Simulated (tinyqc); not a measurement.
## Bandgap voltage reference from two bipolar transistors: effect of the output resistor at T0

Two transistors of area 1 and N carry the same current I. Is(T) = Is (T/T0)^eta exp[(Vg0 q/kB)(1/T0 - 1/T)], VBE1 = Vt ln(I/Is(T)) + I rb, VBE2 = Vt ln(I/(N Is(T))) + I rb/N. The amplifier forces I R1(T) = VBE1 - VBE2 + Vos, with R(T) = R (1 + tc (T - T0)) for both resistors, and the output is Vref = VBE1 + I R2(T). Base currents and the Early effect are neglected.

Vt = kB T/q; I = (Vt ln N + Vos)/(R1(T) - rb (1 - 1/N)). Box coefficient: span of Vref between 233 and 398 K over its average over T and over 165 K. The last column is the R2 that gives zero slope at T0.

Inputs (values chosen for the exercise); values of the order met in silicon bipolar transistors: reference temperature T0 = 300 K; band-gap voltage extrapolated to 0 K Vg0 = 1.189 V; temperature exponent of the saturation current eta = 3.8; saturation current of the unit transistor at T0 Is = 1.5e-16 A; area ratio of the second transistor N = 4; resistor across which the difference of VBE falls, at T0 R1 = 3.3 kohm; temperature coefficient of both resistors tc = 1700 ppm/K; offset of the amplifier Vos = 1.4 mV; series resistance of the unit transistor rb = 0 ohm.

Constants: q = 1.602176634e-19 C, kB = 1.380649e-23 J/K. Results are converted to the units shown.

Effect of the output resistor at T0:

| R2 (kohm) | I at T0 (uA) | Vref at T0 (V) | slope at T0 (uV/K) | box coefficient (ppm/K) | R2 for zero slope (kohm) |
|---|---|---|---|---|---|
| 53.21 | 11.28 | 1.248 | -167.5 | 144.4 | 57.84 |
| 54.94 | 11.28 | 1.267 | -104.8 | 92.52 | 57.84 |
| 56.68 | 11.28 | 1.287 | -41.85 | 44.34 | 57.84 |
| 57.84 | 11.28 | 1.300 | 0.1376 | 20.83 | 57.84 |
| 58.99 | 11.28 | 1.313 | 41.77 | 28.46 | 57.84 |
| 60.73 | 11.28 | 1.333 | 104.8 | 69.47 | 57.84 |
| 62.46 | 11.28 | 1.352 | 167.4 | 114.7 | 57.84 |

As R2 goes from 53.21 to 62.46, Vref rises from 1.248 to 1.352 V and the box coefficient goes from 144 through a minimum of 20.8 (at R2 = 57.84 among the rows listed) to 115 ppm/K. One per cent in R2 moves the slope by 20.9 uV/K.

Program tinyqc, `OMP_NUM_THREADS=1 python tinyqc.py 2062038 2062039 out.jsonl`; Intel Xeon 2.30GHz, shared host, one thread, about 0.02 s.
